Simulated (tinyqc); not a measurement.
What each parameter does: shallow donor in an anisotropic valley (effective-mass theory).

One valley: H = -c [(d2/dx2 + d2/dy2)/mt + (d2/dz2)/ml] - q/(eps r), c = hbar^2/2m0, q = e^2/(4 pi eps0). Trial function exp(-sqrt((x^2 + y^2)/a^2 + z^2/b^2)) with a > b: T = (c/3)(2/(mt a^2) + 1/(ml b^2)), V = -(q/eps) atan(u/b)/u, u = sqrt(a^2 - b^2). The central cell of the impurity is left out.

Constants: hbar^2/2m0 = 3.80998211 eV angstrom^2; e^2/(4 pi eps0) = 14.39964547 eV angstrom.

Parameters, chosen for this exercise (out of a larger set: near those of AlAs; not measured data): ml = 1.143 m0 (longitudinal mass); mt = 0.189 m0 (transverse mass); eps = 10.4 (dielectric constant).

The minimum of the trial energy.

Results for these values:

| case | E (meV) | a (angstrom) | b (angstrom) | b/a |
|---|---|---|---|---|
| base | -39.26 | 21.04 | 11.17 | 0.531 |

What happens to each result for eps = 11.4, all else kept?

Answer: E rises from -39.26 to -32.67; a rises from 21.04 to 23.07; b rises from 11.17 to 12.24; b/a does not change at the printed digits.

The same for each parameter in turn:

| case | E (meV) | a (angstrom) | b (angstrom) | b/a |
|---|---|---|---|---|
| base | -39.26 | 21.04 | 11.17 | 0.531 |
| ml = 0.914 m0 | -37.26 | 21.77 | 12.49 | 0.574 |
| mt = 0.17 m0 | -36.16 | 23.04 | 11.78 | 0.511 |
| eps = 11.4 | -32.67 | 23.07 | 12.24 | 0.531 |

eps only rescales the solution (E as 1/eps^2, lengths as eps), so b/a depends on ml/mt alone.

Run: tinyqc, `OMP_NUM_THREADS=1 python tinyqc.py 1251366 1251367 out.jsonl`; Intel(R) Xeon(R) Processor @ 2.30GHz, one thread, shared host; about 0.01 s of CPU time with all checks.
